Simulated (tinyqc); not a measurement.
# Polycrystalline film, grain-boundary barriers (Seto model): effect of the donor density

One-dimensional grains of size Lg with donors N; each boundary has Qt acceptor-like traps per area at one level Et below the band edge. Trapped electrons qt deplete a width w = qt/N (both sides together) and raise a barrier Vb = q N w^2/(8 eps0 eps_r). Current crosses the barriers by thermionic emission at small bias. Abrupt depletion, full ionisation, Boltzmann statistics.

Partly depleted grains: the density at the grain centre is n0 = N and qt = Qt/(1 + 2 (Nc/N) exp((Vb - Et)/Vt)). If that gives qt >= N Lg, the grains are fully depleted: qt = N Lg, w = Lg and n0 = 2 Nc exp((Vb - Et)/Vt)/(Qt/(N Lg) - 1). Resistivity: barriers rb = Vt exp(Vb/Vt)/(q n0 vc Lg), grain interior rg = (1 - w/Lg)/(q mg N); effective mobility 1/(q N (rb + rg)).

Parameters, values chosen for the exercise; values close to those of polycrystalline silicon:
- T = 300 K (temperature)
- eps_r = 11.7 (relative permittivity of the semiconductor)
- Lg = 20 nm (grain size)
- Qt = 2.3e12 cm^-2 (trap density at a boundary)
- mg = 110 cm^2/(V s) (mobility inside a grain)
- vc = 7.6e6 cm/s (collection velocity at the barrier)
- Nc = 2.8e19 cm^-3 (conduction-band density of states at T)
- Et = 0.56 eV (trap level below the band edge)

Constants: q = 1.602176634e-19 C, kB = 1.380649e-23 J/K, Vt = kB T/q, eps0 = 8.8541878128e-14 F/cm where lengths are in cm. Results are converted to the units shown.

Effect of the donor density:
```
N (cm^-3)      w/Lg     Vb (V)  n0 (cm^-3)  resistivity (ohm cm)
5.8e16       1.0000  0.0044851    1.3841e9              9.1229e6
1.2e17       1.0000  0.0092796    3.6546e9              4.1590e6
2.4e17       1.0000   0.018559   1.1845e10              1.8372e6
4.8e17       1.0000   0.037118   6.5967e10              6.7635e5
9.9e17       1.0000   0.076556   2.6194e12                 78311
2e18        0.57500   0.051134   2.0000e18              0.050422
4.1e18      0.28049   0.024944   4.1000e18              0.016753
8.3e18      0.13855   0.012321   8.3000e18             0.0079490
1.7e19     0.067647  0.0060158   1.7000e19             0.0039000
3.4e19     0.033824  0.0030079   3.4000e19             0.0019632
```

What does the table show?

As N goes from 5.8e16 to 3.4e19 cm^-3, the barrier goes from 0.00449 through a maximum of 0.0766 (at N = 9.9e17 cm^-3 among the rows listed) to 0.00301 V and the resistivity falls from 9.12e6 to 0.00196 ohm cm. The grains are fully depleted in 5 of the 10 rows. The steepest fall, as N^(-20.3), lies between 9.9e17 and 2e18 cm^-3; N* = 1.15e18 cm^-3. The barrier grows with N while the grains are depleted and shrinks once they are not, hence the maximum. At N = 5.8e16, 1.2e17, 2.4e17, 4.8e17, 2e18, 4.1e18, 8.3e18, 1.7e19, 3.4e19 cm^-3 the barrier is under 2 Vt, where the depletion and emission pictures are rough. For N = 1.7e19 to 3.4e19 cm^-3 N passes 0.3 Nc, where degeneracy and tunnelling through the thin barriers matter.

Computed by the program tinyqc: `OMP_NUM_THREADS=1 python tinyqc.py 2610048 2610049 out.jsonl`, one thread of a shared Intel Xeon 2.30GHz, about 0.01 s for the whole run.
